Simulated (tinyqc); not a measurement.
Inside a calculation. Model: carrier lifetime of a p-type layer with SRH, radiative, Auger and surface recombination.

Program tinyqc, `OMP_NUM_THREADS=1 python tinyqc.py 2300019 2300020 out.jsonl`; Intel Xeon 2.30GHz, shared host, one thread, about 0.01 s. Printed values are rounded.

Uniform excess density dn = dp (no trapping), n = n0 + dn, p = p0 + dn, Boltzmann statistics, full ionisation. Surfaces enter as a rate 2 S dn/d, which holds while diffusion to them is fast.

Values chosen for this exercise; band and dielectric values close to those of silicon: temperature T = 250 K; band gap Eg = 1.11 eV; conduction-band density of states at T Nc = 2.15e19 cm^-3; valence-band density of states at T Nv = 2.03e19 cm^-3; radiative coefficient B = 4.79e-15 cm^3/s; acceptor density N = 7.8e17 cm^-3; Auger coefficient (two electrons) Cn = 2.8e-31 cm^6/s; Auger coefficient (two holes) Cp = 1.2e-31 cm^6/s; trap density Nt = 2.4e11 cm^-3; capture cross-section for electrons sn = 1e-14 cm^2; capture cross-section for holes sp = 4e-16 cm^2; thermal velocity (both carriers) vth = 1.8e7 cm/s; trap level below the conduction band Et = 0.29 eV; surface recombination velocity (both faces) S = 0 cm/s; sample thickness d = 10 um; generation rate G = 1.3e20 cm^-3 s^-1.

Constants: q = 1.602176634e-19 C, kB = 1.380649e-23 J/K, Vt = kB T/q. Results are converted to the units shown.

## Equilibrium densities and SRH constants

ni = sqrt(Nc Nv) exp(-Eg/(2 Vt)), Eg in volts; majority density N/2 + sqrt(N^2/4 + ni^2), n0 p0 = ni^2; n1 = Nc exp(-Et/Vt), p1 = Nv exp((Et - Eg)/Vt); tn0 = 1/(sn vth Nt), tp0 = 1/(sp vth Nt).

ni = 1.35413e8 cm^-3
n0 = 0.0235085 cm^-3
p0 = 7.8e17 cm^-3
n1 = 3.06405e13 cm^-3
p1 = 598.444 cm^-3
tn0 = 2.31481e-5 s
tp0 = 5.78704e-4 s

## Starting value

dn = 4e15 cm^-3.

dn at the start = 4e15 cm^-3

## Iteration 1: new dn

With e = n p - ni^2 = dn (n0 + p0 + dn): U_SRH = e/(tp0 (n + n1) + tn0 (p + p1)), U_rad = B e, U_Aug = (Cn n + Cp p) e, U_s = 2 S dn/d. Newton step on ln U(ln dn) = ln G, U the sum: k = d ln U/d ln dn (central difference over factors 1.0001), dn(new) = dn (G/U)^(1/k).

U_SRH = 1.53120e20 cm^-3 s^-1
U_rad = 1.50214e19 cm^-3 s^-1
U_Aug = 2.98547e20 cm^-3 s^-1
U_s = 0 cm^-3 s^-1
k = 0.977287
dn after iteration 1 = 1.08162e15 cm^-3

## Iteration 2: new dn

As before.

U_SRH = 4.51198e19 cm^-3 s^-1
U_rad = 4.04676e18 cm^-3 s^-1
U_Aug = 7.94421e19 cm^-3 s^-1
U_s = 0 cm^-3 s^-1
k = 0.992030
dn after iteration 2 = 1.09342e15 cm^-3

## Course of the iteration

Stop when the step is below 1e-10 of the value, or after 40 iterations.

Course of the iteration:
```
iteration  dn before the step (cm^-3)  step (cm^-3)
1                                4e15      -2.92e15
2                          1.08162e15       1.18e13
3                          1.09342e15        4.69e8
4                          1.09342e15         < 1e3
```

Converged in 4 iterations.

## Lifetime, shares and quasi-Fermi splitting

converged dn = 1.09342e15 cm^-3

With e = n p - ni^2 = dn (n0 + p0 + dn): U_SRH = e/(tp0 (n + n1) + tn0 (p + p1)), U_rad = B e, U_Aug = (Cn n + Cp p) e, U_s = 2 S dn/d. tau = dn/U, shares of U, splitting Vt ln(n p/ni^2), radiative efficiency U_rad/U.

tau = 8.41091e-6 s
shares (%): SRH 35.0733, radiative 3.1469, Auger 61.7798, surface 0.0000
quasi-Fermi splitting = 0.826831 V

Auger recombination takes the largest share. dn is 0.0014 times the doping: low injection.
